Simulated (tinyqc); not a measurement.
## Planar ballistic transistor, top-of-the-barrier model: effect of the band edge at the barrier top above the source Fermi level at zero bias

At the top of the source barrier, states moving towards the drain are filled by the source (Fermi level 0) and states moving back by the drain (Fermi level -q Vd); nothing scatters. U is the shift of the band edge there, set by the capacitances CG, CD and CS (the total) and by the charge. Parabolic two-dimensional band; the source is grounded.

N0 = gv m kB T/(pi hbar^2), CG = eps0 eox/tox, vT = sqrt(2 kB T/(pi m)), CS = CG/aG, n0 = n at U = 0 and Vd = 0. eta1 = -(E0 + U)/Vt, eta2 = eta1 - Vd/Vt, n = (N0/2)[F_0(eta1) + F_0(eta2)], F_0(x) = ln(1 + exp x). U = UL + q (n - n0)/CS with UL = -(aG Vg + aD Vd), energies in eV. I = q (N0/2) vT [F_(1/2)(eta1) - F_(1/2)(eta2)] per width, F_(1/2)(x) = (2/sqrt(pi)) int_0^infinity u^(1/2)/(1 + exp(u - x)) du. CQ = (q/Vt) dn/d(eta1).

Parameters, values chosen for the exercise; mass and valleys close to those of silicon (two valleys): temperature T = 350 K; effective mass m = 0.184 m0; valley degeneracy gv = 2; relative permittivity of the gate insulator eox = 16; insulator thickness tox = 2.4 nm; gate control CG/CS aG = 0.88; drain control CD/CS aD = 0.067; gate voltage Vg = 0.5 V; drain voltage Vd = 0.5 V.

Constants: q = 1.602176634e-19 C, kB = 1.380649e-23 J/K, hbar = 1.054571817e-34 J s, m0 = 9.1093837015e-31 kg, Vt = kB T/q, eps0 = 8.8541878128e-14 F/cm where lengths are in cm. Results are converted to the units shown.

Effect of the band edge at the barrier top above the source Fermi level at zero bias:

| E0 (eV) | eta1 | n (cm^-2) | I (uA/um) | mean velocity I/(q n) (cm/s) | CQ/CS |
|---|---|---|---|---|---|
| 0.1 | 4.405 | 1.024e13 | 3735 | 2.276e7 | 1.814 |
| 0.15 | 3.776 | 8.807e12 | 3035 | 2.151e7 | 1.795 |
| 0.2 | 3.173 | 7.450e12 | 2422 | 2.029e7 | 1.762 |
| 0.25 | 2.565 | 6.119e12 | 1870 | 1.908e7 | 1.705 |
| 0.3 | 1.942 | 4.812e12 | 1378 | 1.788e7 | 1.606 |
| 0.35 | 1.286 | 3.547e12 | 949.8 | 1.671e7 | 1.438 |
| 0.4 | 0.5689 | 2.359e12 | 590.7 | 1.563e7 | 1.172 |
| 0.45 | -0.2657 | 1.319e12 | 310.7 | 1.470e7 | 0.7967 |

What does the table show?

As E0 goes from 0.1 to 0.45 eV, n falls from 1.02e13 to 1.32e12 cm^-2, the mean velocity falls from 2.28e7 to 1.47e7 cm/s and the current falls from 3730 to 311 uA/um. CQ/CS goes from 1.8 to 0.80.

tinyqc, about 0.01 s, one thread, Intel Xeon 2.30GHz (shared host): `OMP_NUM_THREADS=1 python tinyqc.py 2400033 2400034 out.jsonl`
